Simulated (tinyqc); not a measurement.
Mass anisotropy: shallow donor in an anisotropic valley (effective-mass theory).

One valley: H = -c [(d2/dx2 + d2/dy2)/mt + (d2/dz2)/ml] - q/(eps r), c = hbar^2/2m0, q = e^2/(4 pi eps0). Trial function exp(-sqrt((x^2 + y^2)/a^2 + z^2/b^2)) with a > b: T = (c/3)(2/(mt a^2) + 1/(ml b^2)), V = -(q/eps) atan(u/b)/u, u = sqrt(a^2 - b^2). The central cell of the impurity is left out.

Constants: hbar^2/2m0 = 3.80998211 eV angstrom^2; e^2/(4 pi eps0) = 14.39964547 eV angstrom; Ry = 13.60569312 eV; a0 (Bohr radius) = 0.5291772105 angstrom.

Inputs chosen for the exercise (out of a larger set: near those of GaP; not measured data): mt = 0.245 m0 (transverse mass); eps = 11.1 (dielectric constant); xs = (1.5, 2.2, 3.3, 4.9, 10, 17, 60, 180) (ratios ml/mt).

mt and eps fixed, ml varied. Energies in units of Ry*(mt) = Ry mt/eps^2 and lengths in a*(mt) = a0 eps/mt; the last two columns use one mass, 3/(1/ml + 2/mt) or (ml mt^2)^(1/3).

Results:
```
ml/mt   a/a*    b/a  binding  conductivity mass  density-of-states mass
1.50   0.920  0.866    1.139              1.125                   1.145
2.20   0.855  0.756    1.276              1.222                   1.301
3.30   0.796  0.656    1.425              1.303                   1.489
4.90   0.746  0.571    1.572              1.361                   1.698
10.0   0.674  0.446    1.839              1.429                   2.154
17.0   0.631  0.371    2.032              1.457                   2.571
60.0   0.557  0.241    2.454              1.488                   3.915
180    0.515  0.166    2.762              1.496                   5.646
```

What can be read from this table?

The binding grows from 1.14 to 2.76 Ry*(mt); for ml going to infinity the exact problem becomes two-dimensional, with 4 Ry*. The conductivity mass saturates at 1.5 and underbinds, by 13 % at ml/mt = 4.9; the density-of-states mass errs by +8 % there and by +104 % in the last row. With these mt and eps one unit is 27.05 meV.

Program tinyqc; command `OMP_NUM_THREADS=1 python tinyqc.py 1281686 1281687 out.jsonl`; about 0.01 s on one thread of a shared Intel(R) Xeon(R) Processor @ 2.30GHz.
